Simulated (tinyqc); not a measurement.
# Thin film between two gates, subbands and threshold shift from confinement: what changes with what

Undoped body with a flat potential across it, hard walls, transport along x. One isotropic valley (g = 1, mx = my = mz = me). Non-parabolicity enters the subband edges through E (1 + al E) = gamma, so E = 2 gamma/(1 + sqrt(1 + 4 al gamma)); motion within a subband is taken as parabolic with the band-edge mass. Energies are counted from the bulk band edge.

Inputs (values chosen for the exercise); masses close to those of GaAs:
```
symbol   value     unit                                                meaning
T          300        K                                            temperature
me      0.0682       m0                                  mass at the band edge
al        0.61     1/eV                                       non-parabolicity
t          5.9       nm                               film thickness (along z)
dl         0.3       nm  widening of the box by penetration into the insulator
Cg         3.3  uF/cm^2                 gate capacitance per area of interface
```

Constants: q = 1.602176634e-19 C, kB = 1.380649e-23 J/K, hbar = 1.054571817e-34 J s, m0 = 9.1093837015e-31 kg, Vt = kB T/q, hbar^2/(2 m0) = 0.0380998212 eV nm^2. Results are converted to the units shown.

Each table varies one quantity; the others keep the values above.

## Confinement against the film thickness

gamma = C (pi k/(t + dl))^2/mz, C = hbar^2/(2 m0). Each subband has N_k = g sqrt(mx my) m0 kB T/(pi hbar^2); without degeneracy n = exp(EF/Vt) sum N_k exp(-E_k/Vt). Classical value Nc times t, Nc = sum over valleys of 2 g (m m0 kB T/(2 pi hbar^2))^1.5 with m = (mx my mz)^(1/3). Threshold shift dVT = Vt ln(classical value/sum N_k exp(-E_k/Vt)). With degeneracy n = sum N_k F((EF - E_k)/Vt), F(x) = ln(1 + exp(x)); gate: Vg = EF + q n/(Cg P), P = 2 (both faces), summed over the 60 lowest subbands at most, with Vg counted from the value that would put EF at the bulk band edge of an empty body. The last two columns are for Vg = 0.6 V; sensitivity d(dVT)/dt by central differences between 0.99 and 1.01 times the value.

Confinement against the film thickness:
```
t (nm)  E_1 (meV)  gap to the next edge (meV)  dVT (mV)  sensitivity (mV/nm)  n/P (cm^-2)  share of the lowest subband (%)
3           405.8                       772.5     361.8               -196.6     1.638e12                            100.0
3.8         280.1                       580.3     242.2               -112.5     2.694e12                            100.0
4.8         190.0                       426.3     158.1               -62.11     3.453e12                            99.99
6.1         125.1                       302.1     99.38               -32.26     4.070e12                            97.06
7.7         82.04                       210.4     62.37               -16.24     4.945e12                            80.04
9.8         52.38                       141.0     38.83               -7.529     5.715e12                            67.34
12          35.67                       99.04     26.91               -3.840     6.308e12                            58.28
16          20.50                       58.69     17.12               -1.552     7.131e12                            46.60
20          13.27                       38.60     12.57              -0.8342     7.714e12                            39.19
```

As t grows from 3 to 20 nm, E_1 falls from 406 to 13.3 meV and dVT falls from 362 to 12.6 mV. E_1 goes as t^(-1.57) at the thin end (-2 for a parabolic band without penetration); a thickness error of 0.2 nm moves the threshold by 39 mV in the first row and 0.17 mV in the last. The charge per interface area rises from 1.64e12 to 7.71e12 cm^-2. For t = 4.8, 6.1, 7.7, 9.8, 12, 16, 20 the charge in the last two columns would bend the potential across the body noticeably, which is left out.

## Charge and subband filling against gate voltage

Same model as above.

Each subband has N_k = g sqrt(mx my) m0 kB T/(pi hbar^2). Cq = q dn/dEF.

Result of one run:
```
Vg (V)  EF - E_1 (eV)  n (cm^-2)  n/P (cm^-2)  share of the lowest subband (%)  Cq/(Cg P)  total C/(Cg P)
0.1          -0.03658   1.602e11     8.008e10                            100.0     0.1352          0.1191
```

What becomes of these results when the gate voltage Vg is changed from 0.1 to 0.73 V, all else the same?

Result of the changed run:
```
Vg (V)  EF - E_1 (eV)  n (cm^-2)  n/P (cm^-2)  share of the lowest subband (%)  Cq/(Cg P)  total C/(Cg P)
0.73           0.3401   1.059e13     5.297e12                            91.48      1.180          0.5413
```

The whole series:
```
Vg (V)  EF - E_1 (eV)  n (cm^-2)  n/P (cm^-2)  share of the lowest subband (%)  Cq/(Cg P)  total C/(Cg P)
-0.02         -0.1527    1.998e9      9.991e8                            100.0   0.001874        0.001870
0.1          -0.03658   1.602e11     8.008e10                            100.0     0.1352          0.1191
0.23          0.05639   1.685e12     8.427e11                            100.0     0.6215          0.3833
0.35           0.1284   3.663e12     1.832e12                            99.99     0.6873          0.4073
0.48           0.2052   5.855e12     2.928e12                            99.84     0.7002          0.4118
0.6            0.2744   7.946e12     3.973e12                            98.39     0.8017          0.4450
0.73           0.3401   1.059e13     5.297e12                            91.48      1.180          0.5413
0.85           0.3927   1.337e13     6.686e12                            83.67      1.348          0.5740
0.98           0.4476   1.647e13     8.233e12                            77.45      1.379          0.5796
```

EF passes E_1 = 0.133 eV at Vg = 0.145 V. The share of the lowest subband falls from 100 to 77.4 % and the total capacitance rises from 0.00187 to 0.580 of Cg P. In the last row 42 % of an added gate voltage goes into raising EF (from the last two rows). For Vg = 0.35, 0.48, 0.6, 0.73, 0.85, 0.98 the charge would bend the potential across the body noticeably, which is left out.

Computed by the program tinyqc: `OMP_NUM_THREADS=1 python tinyqc.py 2350015 2350016 out.jsonl`, one thread of a shared Intel Xeon 2.30GHz, about 0.02 s for the whole run.
